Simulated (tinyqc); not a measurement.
## Tunnelling through a two-layer gate stack, WKB transmission and Tsu-Esaki current: effect of the barrier height

Electrons leave the emitter at x = 0. Energies E (motion across the layers) are in eV from the emitter Fermi level; the collector Fermi level lies at -V and offers states at every E. No charge in the dielectric and no image force: F1 = V/(t1 + t2 eps1/eps2), F2 = F1 eps1/eps2; U = phi1 - F1 x in layer 1 and phi2 - F1 t1 - F2 (x - t1) in layer 2. With C = hbar^2/(2 m0), kappa = sqrt(m (U - E)/C) where U > E and 0 elsewhere; T(E) = exp(-S), S = 2 times the integral of kappa over x.

Each layer adds (2/F) sqrt(m/C) [G(u at its left edge) - G(u at its right edge)] to S, with u = U - E (0 where negative) and G(u) = (2/3) u^1.5. J = J0 times the integral of T(E) N(E) dE, N = ln[(1 + exp(-E/Vt))/(1 + exp((-E - V)/Vt))], J0 = q^2 me m0 kB T/(2 pi^2 hbar^3) (times 1e-4 for A/cm^2 per eV), from E = -Ef to far above the barrier (T = 1 there), by quadrature converged to the digits shown.

Parameters, values chosen for the exercise; layer 1 close to aluminium oxide, layer 2 close to hafnium oxide:
```
symbol,value,unit,meaning
T,350,K,temperature
Ef,0.12,eV,Fermi energy of the emitter above its band bottom
me,1,m0,emitter mass in the supply function
m1,0.4,m0,tunnelling mass of layer 1
t1,1.2,nm,thickness of layer 1
eps1,9.25,,relative permittivity of layer 1
phi2,1.45,eV,barrier of layer 2 at zero bias
m2,0.2,m0,tunnelling mass of layer 2
t2,3.3,nm,thickness of layer 2
eps2,22.2,,relative permittivity of layer 2
V,0.4,V,voltage across the dielectric
```

Constants: q = 1.602176634e-19 C, kB = 1.380649e-23 J/K, hbar = 1.054571817e-34 J s, m0 = 9.1093837015e-31 kg, Vt = kB T/q, hbar^2/(2 m0) = 0.0380998212 eV nm^2. Results are converted to the units shown.

Result of one run:
```
S at E = 0   T(E = 0)  J (A/cm^2)  mean E of the current (eV)
25.58       7.793e-12    6.350e-4                    -0.03917
```

Which barrier of layer 1 above the emitter Fermi level at zero bias phi1 gave this result: 1.53, 1.76, 2.44 or 2.67 eV?

phi1 = 1.53 eV.

The whole series:
```
phi1 (eV)  S at E = 0   T(E = 0)  J (A/cm^2)  mean E of the current (eV)
1.3             24.80  1.698e-11    0.001369                    -0.03809
1.53            25.58  7.793e-12    6.350e-4                    -0.03917
1.76            26.30  3.798e-12    3.122e-4                    -0.04000
1.99            26.97  1.942e-12    1.608e-4                    -0.04067
2.21            27.57  1.062e-12    8.841e-5                    -0.04119
2.44            28.17  5.832e-13    4.883e-5                    -0.04165
2.67            28.74  3.297e-13    2.774e-5                    -0.04205
2.9             29.29  1.911e-13    1.615e-5                    -0.04239
```

J falls from 0.00137 to 1.61e-5 A/cm^2, on average 1.21 decades for each eV, while S rises from 24.8 to 29.3.

tinyqc, about 0.03 s, one thread, Intel Xeon 2.30GHz (shared host): `OMP_NUM_THREADS=1 python tinyqc.py 2540036 2540037 out.jsonl`
